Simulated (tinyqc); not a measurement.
Worked calculation: three-band tight binding of a dichalcogenide monolayer. Values are carried at full precision from step to step, so a last printed digit may differ when a step is redone from the rounded ones.

Basis dz2, dxy, dx2-y2 on a triangular lattice, nearest neighbours; alpha = kx a/2, beta = sqrt3 ky a/2. h0 = e1 + 2 t0 (cos 2alpha + 2 cos alpha cos beta); h1 = -2 sqrt3 t2 sin alpha sin beta + 2i t1 (sin 2alpha + sin alpha cos beta); h2 = 2 t2 (cos 2alpha - cos alpha cos beta) + 2i sqrt3 t1 cos alpha sin beta; h11 = e2 + 2 t11 cos 2alpha + (t11 + 3 t22) cos alpha cos beta; h22 = e2 + 2 t22 cos 2alpha + (3 t11 + t22) cos alpha cos beta; h12 = sqrt3 (t22 - t11) sin alpha sin beta + 4i t12 sin alpha (cos alpha - cos beta) + i lam sz. H = [[h0, h1, h2], [., h11, h12], [., ., h22]], Hermitian; the lowest band of each spin is filled. K = (4 pi/3a, 0), M = (pi/a, pi/(sqrt3 a)).

Inputs chosen for the exercise (near a published set for monolayer WSe2; not measured data): a = 3.324 angstrom (lattice constant); e1 = 0.944 eV (level of dz2); e2 = 2.193 eV (level of dxy and dx2-y2); t0 = -0.209 eV (hopping); t1 = 0.461 eV (hopping); t2 = 0.475 eV (hopping); t11 = 0.26 eV (hopping); t12 = 0.331 eV (hopping); t22 = 0.033 eV (hopping); lam = 0.233 eV (spin-orbit constant); sz = 1 (spin); k = (0.94, 0.04) 1/angstrom (wave vector).

## H at one k

Form alpha, beta and the matrix.

alpha, beta (rad): 1.56228  0.11515

H (eV), lower triangle (Hermitian):
```
                    z2               xy   x2-y2
z2              1.3549
xy     -0.1890-0.9316i           1.6761
x2-y2  -0.9579-0.0016i  -0.0452+1.0709i  2.1339
```

## Levels and weights

Diagonalise H.

levels (eV): -0.2869  2.4134  3.0384

weights:
```
       band 1  band 2  band 3
z2      0.401   0.559   0.040
xy      0.340   0.368   0.291
x2-y2   0.258   0.073   0.669
```

## Closed forms at K and Gamma

Three-band model of dz2 (level e1) and dxy, dx2-y2 (level e2), spin sz = +/-1; t1 and t2 drop out at these points. At K: e2 - (3/2)(t11 + t22) - 3 sqrt3 t12 + lam sz (valence), e1 - 3 t0 (conduction), e2 - (3/2)(t11 + t22) + 3 sqrt3 t12 - lam sz. At Gamma: e1 + 6 t0 (valence) and e2 + 3 (t11 + t22) -/+ lam.

Levels (eV):

| point | band 1 | band 2 | band 3 |
|---|---|---|---|
| K, spin up | 0.2666 | 1.5710 | 3.2404 |
| K, spin down | -0.1994 | 1.5710 | 3.7064 |
| Gamma | -0.3100 | 2.8390 | 3.3050 |

smallest direct gap at K = 1.3044 eV
Ev(K) - Ev(Gamma) = 0.5766 eV

Of the two points, the valence band is higher at K, by 577 meV. The dz2 conduction state at K has no atomic orbital angular momentum (Lz = 0) and is not split at this order.

## Bands for both spins

The two lowest bands at the points named.

Levels (eV):

| k | v, up | c, up | v, down | c, down |
|---|---|---|---|---|
| G | -0.3100 | 2.8390 | -0.3100 | 2.8390 |
| G-K 0.25 | -0.4999 | 2.8022 | -0.5344 | 2.9015 |
| G-K 0.5 | -0.6188 | 2.7454 | -0.7741 | 2.9358 |
| G-K 0.6 | -0.5468 | 2.8097 | -0.7574 | 2.7832 |
| G-K 0.75 | -0.2750 | 2.3962 | -0.5736 | 2.2536 |
| G-K 0.9 | 0.1259 | 1.7600 | -0.2876 | 1.7116 |
| K | 0.2666 | 1.5710 | -0.1994 | 1.5710 |
| K-M 0.5 | -0.1993 | 2.1945 | -0.4733 | 2.0710 |
| M | -0.5058 | 2.3348 | -0.5058 | 2.3348 |
| M-G 0.5 | -0.6624 | 2.6679 | -0.6624 | 2.6679 |

The spins are degenerate from M to Gamma, since a vertical mirror plane holds this line and flips sz, and the valence splitting is largest at K (466 meV). The lowest conduction level listed is at K. With nearest neighbours alone the model is made for the neighbourhood of K.

## Checks

- Closed forms at K against the matrix: they agree to 1e-10 or better.

Computed by tinyqc, a small Python program: `OMP_NUM_THREADS=1 python tinyqc.py 1482452 1482453 out.jsonl` (the numbers bound the seed that draws the inputs); one thread of a shared host (Intel(R) Xeon(R) Processor @ 2.30GHz), about 0.02 s for the whole set of steps.
